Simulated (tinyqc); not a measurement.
# Nanowire ballistic transistor, top-of-the-barrier model: what changes with what

At the top of the source barrier, states moving towards the drain are filled by the source (Fermi level 0) and states moving back by the drain (Fermi level -q Vd); nothing scatters. U is the shift of the band edge there, set by the capacitances CG, CD and CS (the total) and by the charge. Parabolic one-dimensional subbands; the source is grounded.

Inputs (values chosen for the exercise); mass and valleys close to those of germanium: temperature T = 300 K; effective mass m = 0.123 m0; valley degeneracy gv = 4; relative permittivity of the gate insulator eox = 3.9; insulator thickness tox = 1 nm; wire diameter d = 3 nm; offset of a second subband (0: none) dE = 0.06 eV; gate control CG/CS aG = 0.76; drain control CD/CS aD = 0.11; band edge at the barrier top above the source Fermi level at zero bias E0 = 0.17 eV.

Constants: q = 1.602176634e-19 C, kB = 1.380649e-23 J/K, hbar = 1.054571817e-34 J s, h = 6.62607015e-34 J s, m0 = 9.1093837015e-31 kg, Vt = kB T/q, eps0 = 8.8541878128e-14 F/cm where lengths are in cm. Results are converted to the units shown.

Each table varies one quantity; the others keep the values above.

## Output curve

N0 = gv sqrt(2 m kB T/pi)/hbar, CG = 2 pi eps0 eox/ln(1 + 2 tox/d), CS = CG/aG, n0 = n at U = 0 and Vd = 0. eta1 = -(E0 + U)/Vt, eta2 = eta1 - Vd/Vt, n = (N0/2)[F_(-1/2)(eta1) + F_(-1/2)(eta2)], F_(-1/2)(x) = (1/sqrt(pi)) int_0^infinity u^(-1/2)/(1 + exp(u - x)) du. Each F is summed over the two subbands, F(eta) + F(eta - dE/Vt), which share the mass. U = UL + q (n - n0)/CS with UL = -(aG Vg + aD Vd), energies in eV. I = gv (2 q^2/h) Vt [ln(1 + exp eta1) - ln(1 + exp eta2)], summed over both subbands. CQ = (q/Vt) dn/d(eta1).

In this table Vg = 0.7 V.

Output curve:
```
Vd (V)	eta1	n (cm^-1)	I (uA)	mean velocity I/(q n) (cm/s)	CQ/CS
0.01	1.8342	1.1021e7	3.6378	2.0601e6	5.1972
0.025	2.0745	1.0862e7	8.9515	5.1436e6	5.1149
0.05	2.4462	1.0623e7	17.256	1.0138e7	4.8686
0.1	3.0432	1.0277e7	30.465	1.8503e7	3.9739
0.15	3.3683	1.0175e7	37.318	2.2891e7	3.1498
0.2	3.4953	1.0253e7	39.685	2.4159e7	2.8691
0.3	3.6218	1.0522e7	41.580	2.4664e7	2.7857
0.4	3.7350	1.0804e7	43.189	2.4951e7	2.7554
0.6	3.9636	1.1365e7	46.487	2.5530e7	2.6895
0.8	4.1966	1.1922e7	49.914	2.6131e7	2.6150
```

What does the table show?

The current rises from 3.64 to 49.9 uA; n goes from 1.10e7 through a minimum of 1.02e7 (at Vd = 0.15 V among the rows listed) to 1.19e7 cm^-1 and eta1 rises from 1.83 to 4.20. The resistance in the first row is 2.75 kohm, against h/(2 q^2 gv) = 3.23 kohm for one open subband, though nothing scatters in the channel. The current passes 90 % of its last value at Vd = 0.6 V among the rows, where eta2 = -19; returning states are gone from Vd = 0.3 V on (eta2 < -7), and from there the drain control aD lifts eta1 from 3.62 to 4.20.

## Effect of the effective mass

Same model as above.

CQ = (q/Vt) dn/d(eta1). E0 is held fixed.

In this table Vg = 0.7 V, Vd = 0.7 V.

Results:
```
m (m0)	eta1	n (cm^-1)	I (uA)	mean velocity I/(q n) (cm/s)	CQ/CS
0.02	8.3059	7.8271e6	114.52	9.1324e7	0.64330
0.032	7.0713	8.9415e6	94.792	6.6168e7	0.91506
0.08	4.9042	1.0899e7	60.633	3.4724e7	1.9136
0.13	3.9828	1.1732e7	46.766	2.4881e7	2.7589
0.2	3.2946	1.2355e7	37.057	1.8721e7	3.6335
0.32	2.6511	1.2938e7	28.772	1.3880e7	4.6311
0.5	2.1166	1.3424e7	22.647	1.0529e7	5.5827
0.8	1.6150	1.3882e7	17.607	7.9164e6	6.6103
```

Estimate the missing row, m = 0.05 m0.

Computed row:
```
m (m0)	eta1	n (cm^-1)	I (uA)	mean velocity I/(q n) (cm/s)	CQ/CS
0.05	5.9556	9.9489e6	77.068	4.8349e7	1.3066
```

With this row back in the table: As m goes from 0.02 to 0.8 m0, n rises from 7.83e6 to 1.39e7 cm^-1, the mean velocity falls from 9.13e7 to 7.92e6 cm/s and the current falls from 115 to 17.6 uA. CQ/CS goes from 0.64 to 6.6. The loss of velocity outweighs the gain of charge over the whole range.

Program tinyqc, `OMP_NUM_THREADS=1 python tinyqc.py 2400095 2400096 out.jsonl`; Intel Xeon 2.30GHz, shared host, one thread, about 0.07 s.
